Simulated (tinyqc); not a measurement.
Worked calculation: five-level k.p model folded onto the conduction band. Values are carried at full precision from step to step, so a last printed digit may differ when a step is redone from the rounded ones.

Second-order sums for the lowest conduction level at E: 1/m = 1 + Cm + (Ep/3)(2/E + 1/(E + Dso)) - (Ep2/3)(2/(E7 + D2 - E) + 1/(E7 - E)); g/2 = 1 + Cg - (Ep/3)(1/E - 1/(E + Dso)) - (Ep2/3)(1/(E7 - E) - 1/(E7 + D2 - E)). E is counted from the top of the valence band; E = Eg at the edge.

Constants: hbar^2/2m0 = 3.80998211 eV angstrom^2.

Values chosen for the exercise (near those of InAs; shifted at random, so the results belong to these values and not to a real crystal):
```
symbol  value  unit        meaning
Eg      0.42   eV          gap at Gamma to the s-like level
Dso     0.393  eV          spin-orbit splitting
Ep      21.2   eV          Kane energy
E7      4.35   eV          upper Gamma7 conduction level, from the valence top
D2      0.17   eV          its spin-orbit splitting, Gamma8 above Gamma7
Ep2     5.6    eV          Kane energy to the upper levels
Cm      -2                 remote term in 1/m
Cg      -0.02              remote term in g/2
k       0.018  1/angstrom  wave vector along z
```

## Mass and g factor term by term

Evaluate at E = Eg.

Terms:
```
level           part of 1/m  part of g
free + remote       -1.0000     1.9600
Gamma8 valence      33.6508   -33.6508
Gamma7 valence       8.6921    17.3842
Gamma8 upper        -0.9106     0.9106
Gamma7 upper        -0.4750    -0.9500
```

m = 0.0250 m0
g = -14.346

The valence levels give 42.34 to 1/m and the upper levels take 1.39 away. In g the two valence terms nearly cancel when Dso is small against Eg; here Dso/Eg = 0.94 and they leave -16.267, the upper pair -0.039.

## The matrix at one k

For k along z and one spin sector the level c couples to four states. With c0 = hbar^2/2m0, P = sqrt(Ep c0), P2 = sqrt(Ep2 c0): diagonal Eg + (1 + Cm) c0 k^2 for c, and 0, -Dso, E7 + D2, E7 for lh, so, G8 up, G7 up (their own dispersion is left out); couplings of c: sqrt(2/3) P k to lh, sqrt(1/3) P k to so, sqrt(2/3) P2 k to G8 up, sqrt(1/3) P2 k to G7 up (phases chosen real).

Fill in the matrix.

H (eV), lower triangle:
```
             c  lh        so    G8 up    G7 up
c      0.41877
lh     0.13209   0
so     0.09340   0  -0.39300
G8 up  0.06789   0         0  4.52000
G7 up  0.04800   0         0        0  4.35000
```

## Exact folding onto c

Solve E = H_cc + S(E), S(E) = sum_j H_cj^2/(E - H_jj), from E = H_cc, by plain substitution and by Newton steps on E - H_cc - S(E). The weight of c in the state is Z = 1/(1 - dS/dE). The exact level is the third eigenvalue of H from below.

Iterates (eV):
```
step  substitution   Newton
0          0.41877  0.41877
1          0.46946  0.46431
2          0.46431  0.46475
3          0.46479  0.46475
4          0.46474  0.46475
5          0.46475  0.46475
6          0.46475  0.46475
7          0.46475  0.46475
```

exact level = 0.46475 eV
Z = 0.9149

Substitution multiplies the error by about dS/dE = 1 - 1/Z = -0.093 a step, so it alternates; after 7 steps it is off by 3.0e-09 eV, while Newton is within 1e-5 eV from step 2 on.

## Loewdin series

Expanding E = H_cc + S(E) about Eg in powers of k^2, with s_n = sum_j H_cj^2/(Eg - H_jj)^n: order k^2: e2 = (1 + Cm) c0 k^2 + s1; order k^4: e4 = -s2 e2; order k^6: e6 = s3 e2^2 + s2^2 e2.

Give each order and the partial sums, counted from Eg.

s1 (eV), s2 (no unit), s3 (1/eV); (1 + Cm) c0 k^2 is H_cc - Eg: 0.05056  0.11253  0.25161

e2, e4, e6 (eV): 0.04932  -0.00555  0.00124

partial sums (eV): 0.04932  0.04377  0.04501

The exact value is 0.04475 eV; the errors of the partial sums are +4.58, -0.97 and +0.26 meV.

## Checks

- Curvature of the exact level at small k against the sum for 1/m: both 39.957.

Program tinyqc; command `OMP_NUM_THREADS=1 python tinyqc.py 1050296 1050297 out.jsonl`; about 0.01 s on one thread of a shared Intel(R) Xeon(R) Processor @ 2.30GHz.
